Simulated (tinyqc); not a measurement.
Convergence with the plane-wave basis: k.p theory built from an empirical-pseudopotential calculation at Gamma.

Empirical pseudopotential on the fcc lattice, atoms at +/- tau, tau = a (1,1,1)/8, no spin-orbit coupling. H(G,G') = c (2 pi/a)^2 |k + G|^2 delta + VS(q) cos(q.tau) + i VA(q) sin(q.tau), q = G - G', c = hbar^2/2m0; k and G in units of 2 pi/a; VS at |q|^2 = 3, 8, 11 and VA at 3, 4, 11, in rydberg, zero elsewhere. The basis holds all G with |G|^2 up to a cut-off. Energies are counted from the fourth level at Gamma.

For a multiplet A of d_A states, W(B) = (4 c/(3 d_A)) sum over n in A, m in B and i = x, y, z of |<n|G_i|m>|^2 (G in 1/angstrom, <n|G_i|m> = sum_G c_n(G)* G_i c_m(G)); the mean inverse mass of A is 1 + sum_B W(B)/(E_A - E_B). Multiplets with W = 0 are left out.

Valence parameters: D(u) = c + 4 c^2 sum_m <n|u.G|m><m|u.G|n'>/(0 - E_m) on the valence triplet, in units of c, has eigenvalues L, M, M along [100] and (L + 2M + 2N)/3, (L + 2M - N)/3 twice along [111]; g1 = -(L + 2M)/3, g2 = -(L - M)/6, g3 = -N/6.

Constants: hbar^2/2m0 = 3.80998211 eV angstrom^2; Ry = 13.60569312 eV.

Inputs chosen for the exercise (out of a larger set: near those of Ge; not measured data):
- a = 5.651 angstrom (lattice constant)
- VS = (-0.236, 0.011, 0.059) Ry (symmetric form factors)
- VA = (0, 0, 0) Ry (antisymmetric form factors)

E_s is the lowest empty singlet, Ep its W to the valence triplet, m its mass.

Results:

| cut-off | plane waves | E_s (eV) | Ep (eV) | m (m0) | g1 | g2 | g3 |
|---|---|---|---|---|---|---|---|
| 8 | 27 | 0.981 | 20.13 | 0.0466 | 9.05 | 3.00 | 3.96 |
| 11 | 51 | 1.153 | 20.11 | 0.0544 | 7.94 | 2.58 | 3.37 |
| 12 | 59 | 1.182 | 20.11 | 0.0557 | 7.90 | 2.48 | 3.33 |
| 16 | 65 | 1.182 | 20.11 | 0.0557 | 7.92 | 2.47 | 3.33 |
| 19 | 89 | 1.173 | 20.12 | 0.0552 | 7.95 | 2.50 | 3.35 |
| 20 | 113 | 1.162 | 20.13 | 0.0547 | 8.01 | 2.53 | 3.38 |
| 24 | 137 | 1.162 | 20.14 | 0.0547 | 8.01 | 2.53 | 3.38 |

Against the last row, E_s errs most, by -0.181 eV, at cut-off 8, and by 0.000 eV in the last row but one. Ep varies by 0.1 % over the table and m by 16.6 %: the mass, near E_s/Ep, inherits the errors of both. Local form factors fix the converged values only roughly. The gap is a difference of two levels, so it need not converge steadily, and here it does not.

Computed by tinyqc, a small Python program: `OMP_NUM_THREADS=1 python tinyqc.py 1081364 1081365 out.jsonl` (the numbers bound the seed that draws the inputs); one thread of a shared host (Intel(R) Xeon(R) Processor @ 2.30GHz), about 0.4 s for the whole set of steps.
